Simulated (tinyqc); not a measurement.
What each parameter does: ellipsoidal valleys in the axes of a wafer and a channel.

Valleys with axes a along [111], [1-1-1], [-11-1] and [-1-11], one whole valley each; inverse mass tensor w = 1/mt + (1/ml - 1/mt) a a. Device axes: z = nz/|nz|, x = nx/|nx|, y = z cross x; in them a = (ax, ay, az). Confinement mass mz = 1/w_zz. In the plane w_ij is replaced by u_ij = w_ij - w_iz w_jz/w_zz (i, j = x, y); density-of-states mass md = 1/sqrt(det u); conductivity mass along x mc = 1/u_xx; ballistic transport mass mx = u_yy/det u, width mass my = 1/u_yy.

Hard walls: E_n = c (n pi/t)^2/mz, c = hbar^2/2m0, n = 1, 2, 3. Non-degenerate share of a valley proportional to md sum_n exp(-E_n/kT); mean 1/mc = sum of share/mc. 1 nm = 10 angstrom.

Constants: hbar^2/2m0 = 3.80998211 eV angstrom^2; kB = 8.617333262e-05 eV/K.

Inputs chosen for the exercise (near those of the L valleys of Ge; the results hold for these values, not for the real material): ml = 1.597 m0 (longitudinal mass); mt = 0.083 m0 (transverse mass); nz = (1, 1, 1) (surface normal (confinement)); nx = (1, -1, 0) (channel direction); t = 5.6 nm (thickness of the film); T = 77 K (temperature).

Lowest E1, its share and the mean conductivity mass.

One parameter was then changed.

Results before and after:
```
case     lowest E1 (meV)   share  mean mc (m0)
base                7.51  1.0000        0.0830
changed             7.51  1.0000        0.0910
```

Which of these changes was made? (a) T = 69.3 K; (b) mt = 0.091 m0; (c) t = 6.16 nm; (d) ml = 1.437 m0.
Answer: (b) mt = 0.091 m0. Of the candidates, run in turn, only this one gives the changed row.

All candidates:
```
case           lowest E1 (meV)   share  mean mc (m0)
base                      7.51  1.0000        0.0830
ml = 1.437 m0             8.34  1.0000        0.0830
mt = 0.091 m0             7.51  1.0000        0.0910
t = 6.16 nm               6.21  1.0000        0.0830
T = 69.3 K                7.51  1.0000        0.0830
```

Computed by tinyqc, a small Python program: `OMP_NUM_THREADS=1 python tinyqc.py 1880153 1880154 out.jsonl` (the numbers bound the seed that draws the inputs); one thread of a shared host (Intel(R) Xeon(R) Processor @ 2.30GHz), about 0.01 s for the whole set of steps.
